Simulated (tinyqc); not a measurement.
# Resonant-tunnelling diode, transfer matrices and Tsu-Esaki current: effect of the emitter barrier

Emitter (band edge 0), barrier d1, well Lw, barrier d2, collector (edge -V). The bias drops linearly over these layers and none in the contacts; each layer is cut into ns equal slices, flat at the value of their centres. E is the energy of motion across the layers, C = hbar^2/(2 m0), psi and psi'/m are continuous. Transport is coherent, T(E) is taken as independent of the transverse momentum, and charge in the well is ignored.

For the pair (psi, psi'/m) a flat layer has M = [[cos kd, (m/k) sin kd], [-(k/m) sin kd, cos kd]] with k = sqrt(m (E - U)/C) above its edge U, and M = [[cosh Kd, (m/K) sinh Kd], [(K/m) sinh Kd, cosh Kd]] with K = sqrt(m (U - E)/C) below it. Later slices stand to the left. With M acting on (psi, psi'/m) and v = k/m in each lead, T(E) = 4 vL vR/[(vL vR M12 - M21)^2 + (vR M11 + vL M22)^2]. J = J0 times the integral over E > 0 of T(E) N(E), N = ln[(1 + exp((Ef - E)/Vt))/(1 + exp((Ef - V - E)/Vt))], J0 = q^2 mw m0 kB T/(2 pi^2 hbar^3) (times 1e-4 for A/cm^2 per eV). The integral is converged to the digits shown. The resonance is the first maximum of T(E) for E > 0, G its full width at half maximum.

Parameters, values chosen for the exercise; masses and offsets of a made-up heterostructure: temperature T = 77 K; mass in the well, spacer and contacts mw = 0.21 m0; barrier height U1 = 0.82 eV; barrier mass m1 = 0.25 m0; well width Lw = 1.8 nm; collector barrier d2 = 0.8 nm; slices in each layer ns = 1; Fermi energy of both contacts above their band edges Ef = 0.068 eV; bias of the collector V = 0.12 V.

Constants: q = 1.602176634e-19 C, kB = 1.380649e-23 J/K, hbar = 1.054571817e-34 J s, m0 = 9.1093837015e-31 kg, Vt = kB T/q, hbar^2/(2 m0) = 0.0380998212 eV nm^2. Results are converted to the units shown.

Effect of the emitter barrier:
```
d1 (nm)  Er (eV)      Tp  G (meV)  J (kA/cm^2)
0.5       0.1546  0.8362    39.13        22.91
0.6       0.1553  0.9556    29.33        14.19
0.8       0.1548  0.9580    19.13        5.838
0.9       0.1540  0.8449    16.51        3.813
1.1       0.1519  0.5360    13.64        1.653
1.2       0.1508  0.3960    12.87        1.092
1.4       0.1485  0.1971    12.00       0.4786
```

As d1 grows from 0.5 to 1.4 nm, G falls from 39.1 to 12.0 meV, Tp goes from 0.836 through a maximum of 0.958 (at d1 = 0.8 nm among the rows listed) to 0.197, and J falls from 22.9 to 0.479 kA/cm^2. The product G Tp changes by a factor of 0.0723 and J by 0.0209; the rest comes from the shift of Er (0.155 to 0.148 eV) against the supply function and from current off resonance. In 2 of the 7 rows a layer is thinner than 0.8 nm, a few atomic planes, where an effective mass is a rough description.

tinyqc, about 0.1 s, one thread, Intel Xeon 2.30GHz (shared host): `OMP_NUM_THREADS=1 python tinyqc.py 2600145 2600146 out.jsonl`
